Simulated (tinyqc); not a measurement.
Energy and delay of logic against supply voltage: energy and delay against supply voltage.

One expression serves below and above threshold: I(Vg) = Ik [ln(1 + exp((Vg - VT + dd V)/(al nf Vt)))]^al, with I_on = I(V) and I_off = I(0). Gate delay td = kd C V/I_on, clock period LD td. Per gate and cycle the switching energy is act C V^2 and the leakage energy I_off V LD td. No short-circuit current, no variation. Minima are sought above 0.09 V; below a few Vt gates no longer switch and the model has no meaning.

EDP = energy times td.

Inputs (values chosen for the exercise); values of the order met in logic technologies:

| symbol | value | unit | meaning |
|---|---|---|---|
| T | 330 | K | temperature |
| VT | 0.32 | V | threshold voltage at zero drain bias |
| nf | 1.19 |  | slope factor |
| dd | 0.06 |  | barrier lowering per volt of supply |
| Ik | 0.33 | uA | specific current of a gate |
| al | 1.59 |  | exponent of the current law |
| C | 2.4 | fF | load capacitance of a gate |
| kd | 1.1 |  | delay factor |
| LD | 16 |  | logic depth |
| act | 0.3 |  | activity factor |

Constants: q = 1.602176634e-19 C, kB = 1.380649e-23 J/K, Vt = kB T/q. Results are converted to the units shown.

Energy and delay against supply voltage:
```
V (V),I_on (uA),I_off (nA),td (ps),switching (aJ),leakage (aJ),energy (aJ),EDP (fJ ps)
0.15,0.002725,0.03359,1.453e5,16.20,11.72,27.92,4057
0.27,0.08548,0.04154,8339,52.49,1.496,53.98,450.2
0.38,0.7913,0.05046,1268,104.0,0.3890,104.4,132.3
0.5,2.900,0.06240,455.2,180.0,0.2272,180.2,82.04
0.62,6.110,0.07715,267.9,276.8,0.2050,277.0,74.20
0.73,9.793,0.09372,196.8,383.7,0.2154,383.9,75.55
0.85,14.51,0.1159,154.7,520.2,0.2438,520.4,80.51
0.97,19.87,0.1432,128.9,677.4,0.2864,677.7,87.34
1.08,25.32,0.1739,112.6,839.8,0.3384,840.1,94.60
1.2,31.81,0.2150,99.60,1037,0.4111,1037,103.3
```

What does the table show?

td falls from 1.45e5 to 99.6 ps; the energy rises from 27.9 to 1040 aJ and the EDP goes from 4060 through a minimum of 74.2 (at V = 0.62 V among the rows listed) to 103 fJ ps. The exact minima lie at V = 0.139 V for the energy and 0.642 V for the EDP. Going from 1.2 V to the energy minimum saves a factor of 37.4 in energy and costs a factor of 1880 in delay.

Numbers from tinyqc (`OMP_NUM_THREADS=1 python tinyqc.py 2082065 2082066 out.jsonl`; about 0.01 s on one thread of a shared Intel Xeon 2.30GHz).
